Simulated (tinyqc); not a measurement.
Inside a calculation. Model: current of a Schottky diode by thermionic-emission-diffusion theory, and its read-back from I-V-T and C-V data. Computed by tinyqc, a small Python program that keeps every step. Command: `OMP_NUM_THREADS=1 python tinyqc.py 3007538 3007539 out.jsonl schottky walk`. One thread of a shared host (Intel(R) Xeon(R) Processor @ 2.30GHz), about 0.01 s of CPU time with the checks. Intermediate numbers are printed to about 7 digits and carried at full precision; extremes and crossings named in words are read from the listed rows.

Full ionisation, no tunnelling, no recombination current. V is the voltage across the junction itself, forward positive.

Inputs (values chosen for the exercise, modelled on n-type GaAs):

| quantity | value | unit |
|---|---|---|
| Richardson constant A* | 8.26 | A/(cm^2 K^2) |
| effective density of states at 300 K, N_c | 4.6e+17 | 1/cm^3 |
| permittivity eps | 12.9 | - |
| mobility mu | 5100 | cm^2/(V s) |
| barrier without image force phi_0 (mean) | 0.851 | eV |
| doping N | 7e+15 | 1/cm^3 |
| series resistance R_s | 18 | milliohm cm^2 |
| junction voltage V | 0.45 | V |
| temperature T | 350 | K |
| standard deviation sigma | 44 | meV |
| relative change of sigma^2 with bias, rho | 0.76 | 1/V |

Barrier: Gaussian spread of heights.

Constants: k_B = 8.617333262e-05 eV/K; e = 1.602176634e-19 C; eps_0 = 8.8541878128e-12 F/m.

## Barrier at the given bias

N_c(T) = N_c (T/300 K)^(3/2); V_bi = phi_0 - (k_B T/e) ln(N_c(T)/N); surface field F = sqrt(2 e N (V_bi - V - k_B T/e)/(eps eps_0)); image lowering d_phi = sqrt(e F/(4 pi eps eps_0)); effective barrier phi = phi_0 - d_phi - sigma^2 (1 - rho V)/(2 k_B T).

built-in voltage V_bi = 0.7177941 V

surface field F = 21.60249 kV/cm

image lowering = 15.52862 meV

effective barrier phi = 0.8143530 eV

## Current

Collection velocity v_R = A* T^2/(e N_c(T)); diffusion velocity v_D = mu F; J = e N_c(T) v_R/(1 + v_R/v_D) exp(-phi/k_B T) [exp(e V/k_B T) - 1]. Terminal voltage V + J R_s.

v_R = 1.089501e+07 cm/s

v_D = 1.101727e+08 cm/s

current density J = 5.220465 A/cm^2

terminal voltage = 0.5439684 V

v_D/v_R = 10.1: emission over the barrier limits the current.

## Read-back from the I-V curve

Ideality n = (e/k_B T)/(d ln J/dV) by a central difference of +/- 1 mV; J_0 = J exp(-e V/(n k_B T)); apparent barrier phi_IV = k_B T ln(A* T^2/J_0); a C-V plot gives phi_CV = phi_0, the mean without lowering.

ideality factor n = 1.048701

extrapolated J_0 = 3.458667e-06 A/cm^2

apparent barrier phi_IV = 0.7962994 eV

phi_CV - phi_IV = 54.70055 meV

n exceeds 1 because forward bias lowers the field, which weakens the image lowering, and narrows the spread of barriers.

## Temperature series and Richardson plot

A least-squares line of ln(J_0/T^2) against 1/(k_B T) gives a barrier (minus the slope) and a Richardson constant (exp of the intercept).

At the same junction voltage:

| T (K) | 1/k_B T (1/eV) | n | J_0 (A/cm^2) | phi_IV (eV) | ln(J_0/T^2) |
|---|---|---|---|---|---|
| 200 | 58.02259 | 1.060788 | 1.124766e-14 | 0.7725728 | -42.71525 |
| 250 | 46.41807 | 1.053273 | 8.154268e-11 | 0.7838378 | -34.27282 |
| 300 | 38.68173 | 1.049626 | 3.792756e-08 | 0.7912412 | -28.49515 |
| 350 | 33.15577 | 1.048701 | 3.458667e-06 | 0.7962994 | -24.29049 |
| 400 | 29.01130 | 1.050290 | 1.111261e-04 | 0.7996609 | -21.08777 |
| 450 | 25.78782 | 1.054919 | 1.766926e-03 | 0.8014805 | -18.55701 |

barrier from the Richardson plot = 0.7492158 eV

Richardson constant from the plot = 1.855288 A/(cm^2 K^2)

From 200 to 450 K n goes from 1.061 to 1.055 and phi_IV from 0.773 to 0.801 eV. The plot returns 0.749 eV against phi_0 = 0.851 and a constant 0.225 times the true A*: a spread of barriers lets cold carriers pick the low patches, which bends the plot and lowers both numbers.

## Forward curve with series resistance

Terminal voltage V + J R_s; apparent ideality from neighbouring rows, (e/k_B T) dV_terminal/d ln J.

Forward curve; the last column belongs to the interval up to the next row:

| V (V) | J (A/cm^2) | terminal voltage (V) | apparent n |
|---|---|---|---|
| 0.164 | 5.752052e-04 | 0.16401 | 1.0364 |
| 0.228 | 4.466957e-03 | 0.22808 | 1.0473 |
| 0.292 | 3.446286e-02 | 0.29262 | 1.1083 |
| 0.356 | 2.646381e-01 | 0.36076 | 1.5595 |
| 0.420 | 2.019631e+00 | 0.45635 | 4.9576 |
| 0.484 | 1.526699e+01 | 0.75881 | 30.2752 |
| 0.548 | 1.134625e+02 | 2.59033 | 208.5081 |
| 0.611 | 7.863087e+02 | 14.76456 | - |

The resistance takes over where J R_s exceeds k_B T/e, at J = 1.68 A/cm^2; the apparent ideality climbs from 1.04 to 209, so barrier and n must be read below that current. Rows where the resistance drops more than 1 V are formal, since self-heating is left out.

Checks made by the program: v_D = mu F against the drift-diffusion integral over the parabolic barrier, a ratio 2 y Dawson(y) with y^2 = (V_bi - V)/(k_B T/e) - 1 (relative difference 8e-02).
